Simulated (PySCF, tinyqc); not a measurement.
Inside a calculation. Method: RHF in the sto-6g basis, for Be, spin multiplicity 1. This run ends on a higher stationary point, not on the lowest solution. The lowest restricted solution is unstable here: a spin-polarised one lies 0.0017 hartree lower (PySCF). Computed by tinyqc, a small Python program that keeps every step (integrals from PySCF). Settings: charge = 0, multiplicity = 1, basis = sto-6g, energy threshold = 1e-08, iteration cap = 59, orthogonalisation = symmetric, start = highest core orbitals, DIIS depth = 0, damping = 0.3, method = RHF. Command: `OMP_NUM_THREADS=1 python tinyqc.py 22912 22913 out.jsonl` (the two numbers bound the seeds that draw the settings). One thread of a shared host (Intel(R) Xeon(R) Processor @ 2.60GHz), about 0.04 s of CPU time with the checks. Later iterations appear only in the table of the cycle.

## One-electron integrals

Geometry (angstrom):
```
atom         x         y         z
Be    0.000000  0.000000  0.000000
```

Basis sto-6g: exponents (1/bohr^2) and contraction coefficients of normalised primitives:
```
element  l (shell)    exponent  coefficient
Be           s (1)  312.870494     0.009164
Be           s (1)   57.364463     0.049361
Be           s (1)   16.048509     0.168538
Be           s (1)    5.513096     0.370563
Be           s (1)    2.140897     0.416492
Be           s (1)    0.881739     0.130334
Be           s (2)   13.633247    -0.013253
Be           s (2)    2.698375    -0.046992
Be           s (2)    0.838653    -0.033785
Be           s (2)    0.322660     0.250242
Be           s (2)    0.140131     0.595117
Be           s (2)    0.064233     0.240706
Be           p (3)   13.633247     0.003760
Be           p (3)    2.698375     0.037679
Be           p (3)    0.838653     0.173897
Be           p (3)    0.322660     0.418036
Be           p (3)    0.140131     0.425860
Be           p (3)    0.064233     0.101708
```

Overlap, kinetic and nuclear-attraction integrals over the contracted functions; the nuclear repulsion is the sum of Za Zb / Rab.

nuclear repulsion = 0 hartree

overlap S, lower triangle:
```
           1Be 1s    1Be 2s   1Be 2px   1Be 2py   1Be 2pz
1Be 1s   1.000000
1Be 2s   0.254764  1.000000
1Be 2px  0.000000  0.000000  1.000000
1Be 2py  0.000000  0.000000  0.000000  1.000000
1Be 2pz  0.000000  0.000000  0.000000  0.000000  1.000000
```

kinetic energy T (hartree), lower triangle:
```
            1Be 1s    1Be 2s   1Be 2px   1Be 2py   1Be 2pz
1Be 1s    6.768753
1Be 2s   -0.207382  0.220121
1Be 2px   0.000000  0.000000  0.661265
1Be 2py   0.000000  0.000000  0.000000  0.661265
1Be 2pz   0.000000  0.000000  0.000000  0.000000  0.661265
```

nuclear attraction V (hartree), lower triangle:
```
             1Be 1s     1Be 2s    1Be 2px    1Be 2py    1Be 2pz
1Be 1s   -14.714791
1Be 2s    -1.650733  -2.300087
1Be 2px    0.000000   0.000000  -2.299985
1Be 2py    0.000000   0.000000   0.000000  -2.299985
1Be 2pz    0.000000   0.000000   0.000000   0.000000  -2.299985
```

core Hamiltonian H = T + V (hartree), lower triangle:
```
            1Be 1s     1Be 2s    1Be 2px    1Be 2py    1Be 2pz
1Be 1s   -7.946038
1Be 2s   -1.858116  -2.079966
1Be 2px   0.000000   0.000000  -1.638720
1Be 2py   0.000000   0.000000   0.000000  -1.638720
1Be 2pz   0.000000   0.000000   0.000000   0.000000  -1.638720
```

## Two-electron integrals

Functions are numbered as in S; the eight-fold symmetry (ij|kl) = (ji|kl) = (kl|ij) leaves the list below.

Two-electron integrals (ij|kl) in chemists' order, unique and non-zero (hartree):
```
(11|11) 2.299996   (21|11) 0.361879   (21|21) 0.071926   (22|11) 0.570332
(22|21) 0.139654   (22|22) 0.417773   (31|31) 0.015252   (32|31) 0.022555
(32|32) 0.092340   (33|11) 0.570332   (33|21) 0.139654   (33|22) 0.417773
(33|33) 0.450117   (41|41) 0.015252   (42|41) 0.022555   (42|42) 0.092340
(43|43) 0.024258   (44|11) 0.570332   (44|21) 0.139654   (44|22) 0.417773
(44|33) 0.401601   (44|44) 0.450117   (51|51) 0.015252   (52|51) 0.022555
(52|52) 0.092340   (53|53) 0.024258   (54|54) 0.024258   (55|11) 0.570332
(55|21) 0.139654   (55|22) 0.417773   (55|33) 0.401601   (55|44) 0.401601
(55|55) 0.450117
```

## Orthogonalisation

S = U s U^T; symmetric (Loewdin) form X = U s^(-1/2) U^T, so that X^T S X = 1.

eigenvalues of S: 0.745236  1.000000  1.000000  1.000000  1.254764

X, lower triangle:
```
            1Be 1s    1Be 2s   1Be 2px   1Be 2py   1Be 2pz
1Be 1s    1.025557
1Be 2s   -0.132829  1.025557
1Be 2px   0.000000  0.000000  1.000000
1Be 2py   0.000000  0.000000  0.000000  1.000000
1Be 2pz   0.000000  0.000000  0.000000  0.000000  1.000000
```

## Starting guess

The start is the highest orbitals of the core Hamiltonian (a deliberately bad start); D = 2 C_occ C_occ^T.

D at the start, lower triangle:
```
           1Be 1s    1Be 2s   1Be 2px   1Be 2py   1Be 2pz
1Be 1s   0.000000
1Be 2s   0.000000  0.000000
1Be 2px  0.000000  0.000000  0.000000
1Be 2py  0.000000  0.000000  0.000000  2.000000
1Be 2pz  0.000000  0.000000  0.000000  0.000000  2.000000
```

## Iteration 1: building the Fock matrix

J_ij = sum D_kl (ij|kl), K_ij = sum D_kl (ik|jl); F = H + J - 0.5 K; E = tr D H + tr D J / 2 - 0.25 tr D K + E_nn.

Coulomb J (hartree), lower triangle:
```
           1Be 1s    1Be 2s   1Be 2px   1Be 2py   1Be 2pz
1Be 1s   2.281330
1Be 2s   0.558615  1.671092
1Be 2px  0.000000  0.000000  1.606403
1Be 2py  0.000000  0.000000  0.000000  1.703435
1Be 2pz  0.000000  0.000000  0.000000  0.000000  1.703435
```

exchange K (hartree), lower triangle:
```
           1Be 1s    1Be 2s   1Be 2px   1Be 2py   1Be 2pz
1Be 1s   0.061007
1Be 2s   0.090219  0.369358
1Be 2px  0.000000  0.000000  0.097032
1Be 2py  0.000000  0.000000  0.000000  0.948749
1Be 2pz  0.000000  0.000000  0.000000  0.000000  0.948749
```

Fock matrix F (hartree), lower triangle:
```
            1Be 1s     1Be 2s    1Be 2px    1Be 2py    1Be 2pz
1Be 1s   -5.695212
1Be 2s   -1.344610  -0.593553
1Be 2px   0.000000   0.000000  -0.080833
1Be 2py   0.000000   0.000000   0.000000  -0.409660
1Be 2pz   0.000000   0.000000   0.000000   0.000000  -0.409660
```

total energy of this density = -4.09675962 hartree

This density is the starting one.

## Iteration 1: diagonalisation and new density

Diagonalise F' = X^T F X, C = X C', fill 2 alpha and 2 beta electrons from the bottom; D = 2 C_occ C_occ^T; the new density keeps 0.3 of the old one (damping). Each column has its largest component positive (the first on a tie).

F' = X^T F X (hartree), lower triangle:
```
           1          2          3          4          5
1  -5.634169
2  -0.581260  -0.358427
3   0.000000   0.000000  -0.080833
4   0.000000   0.000000   0.000000  -0.409660
5   0.000000   0.000000   0.000000   0.000000  -0.409660
```

orbital energies (hartree): MO1 -5.697451, MO2 -0.409660, MO3 -0.409660, MO4 -0.295145, MO5 -0.080833

coefficients C:
```
               MO1       MO2       MO3        MO4       MO5
1Be 1s    1.005156  0.000000  0.000000  -0.243045  0.000000
1Be 2s   -0.021052  0.000000  0.000000   1.033908  0.000000
1Be 2px   0.000000  0.000000  0.000000   0.000000  1.000000
1Be 2py   0.000000  0.000000  1.000000   0.000000  0.000000
1Be 2pz   0.000000  1.000000  0.000000   0.000000  0.000000
```

D after iteration 1, lower triangle:
```
            1Be 1s    1Be 2s   1Be 2px   1Be 2py   1Be 2pz
1Be 1s    1.414474
1Be 2s   -0.029625  0.000620
1Be 2px   0.000000  0.000000  0.000000
1Be 2py   0.000000  0.000000  0.000000  0.600000
1Be 2pz   0.000000  0.000000  0.000000  0.000000  2.000000
```

Within a degenerate level the vectors are fixed only up to a rotation; this is one choice.

## Iteration 2: building the Fock matrix

As before.

Coulomb J (hartree), lower triangle:
```
           1Be 1s    1Be 2s   1Be 2px   1Be 2py   1Be 2pz
1Be 1s   4.715062
1Be 2s   0.870794  1.884914
1Be 2px  0.000000  0.000000  1.842867
1Be 2py  0.000000  0.000000  0.000000  1.871977
1Be 2pz  0.000000  0.000000  0.000000  0.000000  1.939899
```

exchange K (hartree), lower triangle:
```
           1Be 1s    1Be 2s   1Be 2px   1Be 2py   1Be 2pz
1Be 1s   3.271542
1Be 2s   0.551571  0.333805
1Be 2px  0.000000  0.000000  0.083365
1Be 2py  0.000000  0.000000  0.000000  0.338880
1Be 2pz  0.000000  0.000000  0.000000  0.000000  0.935082
```

Fock matrix F (hartree), lower triangle:
```
            1Be 1s     1Be 2s   1Be 2px   1Be 2py    1Be 2pz
1Be 1s   -4.866748
1Be 2s   -1.263107  -0.361955
1Be 2px   0.000000   0.000000  0.162465
1Be 2py   0.000000   0.000000  0.000000  0.063817
1Be 2pz   0.000000   0.000000  0.000000  0.000000  -0.166362
```

total energy of this density = -11.24752291 hartree

This density is a damped mixture and is not idempotent.

## Iteration 2: diagonalisation and new density

As before.

F' = X^T F X (hartree), lower triangle:
```
           1          2         3         4          5
1  -4.780937
2  -0.638506  -0.122428
3   0.000000   0.000000  0.162465
4   0.000000   0.000000  0.000000  0.063817
5   0.000000   0.000000  0.000000  0.000000  -0.166362
```

orbital energies (hartree): MO1 -4.866867, MO2 -0.166362, MO3 -0.036498, MO4 0.063817, MO5 0.162465

coefficients C:
```
              MO1       MO2        MO3       MO4       MO5
1Be 1s   0.998677  0.000000  -0.268428  0.000000  0.000000
1Be 2s   0.005144  0.000000   1.034110  0.000000  0.000000
1Be 2px  0.000000  0.000000   0.000000  0.000000  1.000000
1Be 2py  0.000000  0.000000   0.000000  1.000000  0.000000
1Be 2pz  0.000000  1.000000   0.000000  0.000000  0.000000
```

D after iteration 2, lower triangle:
```
            1Be 1s    1Be 2s   1Be 2px   1Be 2py   1Be 2pz
1Be 1s    1.820641
1Be 2s   -0.001696  0.000223
1Be 2px   0.000000  0.000000  0.000000
1Be 2py   0.000000  0.000000  0.000000  0.180000
1Be 2pz   0.000000  0.000000  0.000000  0.000000  2.000000
```

## Iteration 3: building the Fock matrix

As before.

Coulomb J (hartree), lower triangle:
```
           1Be 1s    1Be 2s   1Be 2px   1Be 2py   1Be 2pz
1Be 1s   5.429691
1Be 2s   0.963085  1.948734
1Be 2px  0.000000  0.000000  1.913480
1Be 2py  0.000000  0.000000  0.000000  1.922213
1Be 2pz  0.000000  0.000000  0.000000  0.000000  2.010511
```

exchange K (hartree), lower triangle:
```
           1Be 1s    1Be 2s   1Be 2px   1Be 2py   1Be 2pz
1Be 1s   4.219503
1Be 2s   0.706964  0.331872
1Be 2px  0.000000  0.000000  0.080594
1Be 2py  0.000000  0.000000  0.000000  0.157249
1Be 2pz  0.000000  0.000000  0.000000  0.000000  0.932312
```

Fock matrix F (hartree), lower triangle:
```
            1Be 1s     1Be 2s   1Be 2px   1Be 2py    1Be 2pz
1Be 1s   -4.626099
1Be 2s   -1.248513  -0.297168
1Be 2px   0.000000   0.000000  0.234463
1Be 2py   0.000000   0.000000  0.000000  0.204868
1Be 2pz   0.000000   0.000000  0.000000  0.000000  -0.094364
```

total energy of this density = -13.30180197 hartree

This density is a damped mixture and is not idempotent.

## Iteration 3: diagonalisation and new density

As before.

F' = X^T F X (hartree), lower triangle:
```
           1          2         3         4          5
1  -4.530665
2  -0.664506  -0.054018
3   0.000000   0.000000  0.234463
4   0.000000   0.000000  0.000000  0.204868
5   0.000000   0.000000  0.000000  0.000000  -0.094364
```

orbital energies (hartree): MO1 -4.627220, MO2 -0.094364, MO3 0.042537, MO4 0.204868, MO5 0.234463

coefficients C:
```
              MO1       MO2        MO3       MO4       MO5
1Be 1s   0.995799  0.000000  -0.278918  0.000000  0.000000
1Be 2s   0.016020  0.000000   1.033999  0.000000  0.000000
1Be 2px  0.000000  0.000000   0.000000  0.000000  1.000000
1Be 2py  0.000000  0.000000   0.000000  1.000000  0.000000
1Be 2pz  0.000000  1.000000   0.000000  0.000000  0.000000
```

D after iteration 3, lower triangle:
```
           1Be 1s    1Be 2s   1Be 2px   1Be 2py   1Be 2pz
1Be 1s   1.934453
1Be 2s   0.021826  0.000426
1Be 2px  0.000000  0.000000  0.000000
1Be 2py  0.000000  0.000000  0.000000  0.054000
1Be 2pz  0.000000  0.000000  0.000000  0.000000  2.000000
```

## Iteration 19 (converged): orbitals

converged F (hartree), lower triangle:
```
            1Be 1s     1Be 2s   1Be 2px   1Be 2py    1Be 2pz
1Be 1s   -4.531311
1Be 2s   -1.251688  -0.274305
1Be 2px   0.000000   0.000000  0.264098
1Be 2py   0.000000   0.000000  0.000000  0.264098
1Be 2pz   0.000000   0.000000  0.000000  0.000000  -0.064729
```

Diagonalise F' = X^T F X, C = X C', fill 2 alpha and 2 beta electrons from the bottom; D = 2 C_occ C_occ^T. Each column has its largest component positive (the first on a tie).

F' = X^T F X (hartree), lower triangle:
```
           1          2         3         4          5
1  -4.429701
2  -0.683929  -0.027434
3   0.000000   0.000000  0.264098
4   0.000000   0.000000  0.000000  0.264098
5   0.000000   0.000000  0.000000  0.000000  -0.064729
```

orbital energies (hartree): MO1 -4.533507, MO2 -0.064729, MO3 0.076372, MO4 0.264098, MO5 0.264098

coefficients C:
```
              MO1       MO2        MO3       MO4       MO5
1Be 1s   0.994012  0.000000  -0.285221  0.000000  0.000000
1Be 2s   0.022571  0.000000   1.033876  0.000000  0.000000
1Be 2px  0.000000  0.000000   0.000000  0.000000  1.000000
1Be 2py  0.000000  0.000000   0.000000  1.000000  0.000000
1Be 2pz  0.000000  1.000000   0.000000  0.000000  0.000000
```

D after iteration 19, lower triangle:
```
           1Be 1s    1Be 2s   1Be 2px   1Be 2py   1Be 2pz
1Be 1s   1.976118
1Be 2s   0.044871  0.001019
1Be 2px  0.000000  0.000000  0.000000
1Be 2py  0.000000  0.000000  0.000000  0.000000
1Be 2pz  0.000000  0.000000  0.000000  0.000000  2.000000
```

Within a degenerate level the vectors are fixed only up to a rotation; this is one choice.

## Convergence

Stop when the energy changes by less than 1e-08 hartree and every element of the error matrix X^T (F D S - S D F) X is below 3e-05.

Course of the cycle:
```
iteration   E (hartree)     change  largest element of the error matrix
1           -4.09675962          -                             0.000000
2          -11.24752291  -7.15e+00                             1.71e-01
3          -13.30180197  -2.05e+00                             1.39e-01
4          -13.91163681  -6.10e-01                             7.73e-02
5          -14.09426155  -1.83e-01                             3.67e-02
6          -14.14905469  -5.48e-02                             1.60e-02
7          -14.16549788  -1.64e-02                             6.63e-03
8          -14.17043194  -4.93e-03                             2.66e-03
9          -14.17191234  -1.48e-03                             1.04e-03
10         -14.17235649  -4.44e-04                             4.03e-04
11         -14.17248974  -1.33e-04                             1.54e-04
12         -14.17252971  -4.00e-05                             5.81e-05
13         -14.17254171  -1.20e-05                             2.18e-05
14         -14.17254530  -3.60e-06                             8.16e-06
15         -14.17254638  -1.08e-06                             3.04e-06
16         -14.17254671  -3.24e-07                             1.13e-06
17         -14.17254680  -9.71e-08                             4.17e-07
18         -14.17254683  -2.91e-08                             1.54e-07
19         -14.17254684  -8.74e-09                             5.67e-08
```

PySCF RHF in the same basis = -14.50336112 hartree

Converged in 19 iterations. But the solution lies 0.33081 hartree above the reference: it is another stationary point, not the lowest restricted one. Reruns (cap 100 unless said): DIIS 8: converged in 13 to a higher stationary point; damping 0.5: converged in 31 to a higher stationary point; level shift 0.5: converged in 8 to a higher stationary point; atomic densities as start, DIIS 8: converged in 3.

## Populations

Mulliken: Z minus the diagonal of D S on the atom; Loewdin: the same with S^(1/2) D S^(1/2).

Charges (e):
```
atom  Mulliken   Loewdin
1Be   0.000000  0.000000
```
